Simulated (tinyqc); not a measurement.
Worked calculation: Hueckel theory of the pi electrons with the omega technique, for the molecule C=CC(=C)C(=C)Cl (SMILES; centres numbered as the heavy atoms are written). Computed by tinyqc, a small Python program that keeps every step. Settings: charge = 0, omega = 1.0, damping = 0. Command: `OMP_NUM_THREADS=1 python tinyqc.py 21097 21098 out.jsonl` (the two numbers bound the seeds that draw the settings). One thread of a shared host (Intel(R) Xeon(R) Processor @ 2.60GHz), about 0.02 s of CPU time with the checks.

Centres:

| centre | z_r, pi electrons of the neutral centre | h |
|---|---|---|
| 1C | 1 | 0.000000 |
| 2C | 1 | 0.000000 |
| 3C | 1 | 0.000000 |
| 4C | 1 | 0.000000 |
| 5C | 1 | 0.000000 |
| 6C | 1 | 0.000000 |
| 7Cl | 2 | 1.700000 |

Bonds:

| i | j | k |
|---|---|---|
| 1 | 2 | 1 |
| 2 | 3 | 1 |
| 3 | 4 | 1 |
| 3 | 5 | 1 |
| 5 | 6 | 1 |
| 5 | 7 | 0.370000 |

Each round sets h_r = h_r(0) + omega (z_r - P_rr), keeping the share named as damping of the old diagonal; repeat until output and input diagonals agree to 1e-6.

Rounds:

| round | sum n x | largest \|h(out) - h(in)\| |
|---|---|---|
| 1 | 10.345829 | 2.88e-02 |
| 2 | 10.361414 | 2.34e-02 |
| 3 | 10.361293 | 2.36e-02 |
| 4 | 10.361239 | 2.51e-02 |
| 5 | 10.361427 | 2.75e-02 |
| 6 | 10.361418 | 3.32e-02 |
| 7 | 10.361759 | 4.20e-02 |
| 8 | 10.361884 | 5.28e-02 |
| 9 | 10.362567 | 6.62e-02 |
| 10 | 10.363047 | 8.27e-02 |
| 11 | 10.364504 | 1.03e-01 |
| 12 | 10.365899 | 1.29e-01 |
| 13 | 10.369116 | 1.60e-01 |
| 14 | 10.372757 | 1.99e-01 |
| 15 | 10.379917 | 2.46e-01 |
| 16 | 10.388733 | 3.04e-01 |
| 17 | 10.404196 | 3.72e-01 |
| 18 | 10.423554 | 4.51e-01 |
| 19 | 10.454006 | 5.39e-01 |
| 20 | 10.490069 | 6.34e-01 |
| 21 | 10.539841 | 7.30e-01 |
| 22 | 10.591547 | 8.22e-01 |
| 23 | 10.653082 | 9.05e-01 |
| 24 | 10.706283 | 9.73e-01 |
| 25 | 10.762719 | 1.03e+00 |
| 26 | 10.802457 | 1.07e+00 |
| 27 | 10.843848 | 1.10e+00 |
| 28 | 10.866619 | 1.12e+00 |
| 29 | 10.893799 | 1.14e+00 |
| 30 | 10.903740 | 1.15e+00 |
| 31 | 10.921424 | 1.16e+00 |
| 32 | 10.923588 | 1.16e+00 |
| 33 | 10.935852 | 1.17e+00 |
| 34 | 10.933774 | 1.17e+00 |
| 35 | 10.943169 | 1.17e+00 |
| 36 | 10.938895 | 1.17e+00 |
| 37 | 10.946826 | 1.17e+00 |
| 38 | 10.941443 | 1.17e+00 |
| 39 | 10.948640 | 1.17e+00 |
| 40 | 10.942705 | 1.17e+00 |

Can the last value be used, and what does the course show?

Not by the stop rule. Not converged within 40 rounds: the residual has stopped falling. Reruns: damping 0.5: converged in 15; damping 0.8: not converged.
